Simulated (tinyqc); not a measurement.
## Schottky emission and Poole-Frenkel conduction in an insulator, and how to tell them apart: activation energy against field

Schottky emission (electrode-limited): J = As T^2 exp[-(pb - b sqrt(F))/Vt], b = sqrt(q/(4 pi eps0 ei)). Poole-Frenkel emission (bulk-limited): J = s0 F exp[-(pt - 2 b sqrt(F))/Vt]. F in V/cm.

The activation energy is -d ln J/d(q/kB T) at fixed F.

Inputs (values chosen for the exercise); dielectric values close to those of hafnium oxide: temperature T = 325 K; high-frequency relative permittivity ei = 4.48; trap depth pt = 1.07 eV; Poole-Frenkel prefactor s0 = 0.072 S/cm; electrode barrier pb = 1.07 eV; Richardson constant As = 28 A/(cm^2 K^2).

Constants: q = 1.602176634e-19 C, kB = 1.380649e-23 J/K, Vt = kB T/q, eps0 = 8.8541878128e-14 F/cm where lengths are in cm. Results are converted to the units shown.

Results:
```
F (MV/cm),sqrt(F) ((V/cm)^0.5),"J, Schottky (A/cm^2)",its Ea (eV),"J, Poole-Frenkel (A/cm^2)",its Ea (eV)
0.2,447.2,1.324e-9,1.046,1.128e-10,0.9096
0.81,900.0,2.402e-8,0.9647,1.505e-7,0.7473
1.43,1196,1.596e-7,0.9116,1.173e-5,0.6412
2.66,1631,2.586e-6,0.8336,0.005731,0.4852
3.27,1808,8.050e-6,0.8018,0.06825,0.4216
3.89,1972,2.300e-5,0.7724,0.6627,0.3628
4.5,2121,5.970e-5,0.7457,5.166,0.3094
```

Estimate the missing row, F = 2.04 MV/cm.

Computed row:
```
F (MV/cm),sqrt(F) ((V/cm)^0.5),"J, Schottky (A/cm^2)",its Ea (eV),"J, Poole-Frenkel (A/cm^2)",its Ea (eV)
2.04,1428,7.067e-7,0.8699,3.282e-4,0.5579
```

With this row back in the table: Both activation energies fall linearly in sqrt(F), the Poole-Frenkel one twice as fast (0.910 to 0.309 eV against 1.05 to 0.746 eV). They extrapolate to pt = 1.07 eV and to pb + 2 kB T = 1.13 eV, the 2 kB T coming from the T^2. The smaller current changes from one mechanism to the other between F = 0.2 and 0.81 MV/cm. For F = 2.04, 2.66, 3.27, 3.89, 4.5 a Fowler-Nordheim estimate for tunnelling through pb with a mass of 0.4 m0 exceeds the Schottky current, so tunnelling, left out here, would compete. For F = 2.04, 2.66, 3.27, 3.89, 4.5 a Fowler-Nordheim estimate for tunnelling through pb with a mass of 0.4 m0 exceeds the Poole-Frenkel current, so tunnelling, left out here, would compete.

Program tinyqc, `OMP_NUM_THREADS=1 python tinyqc.py 2370082 2370083 out.jsonl`; Intel Xeon 2.30GHz, shared host, one thread, about 0.01 s.
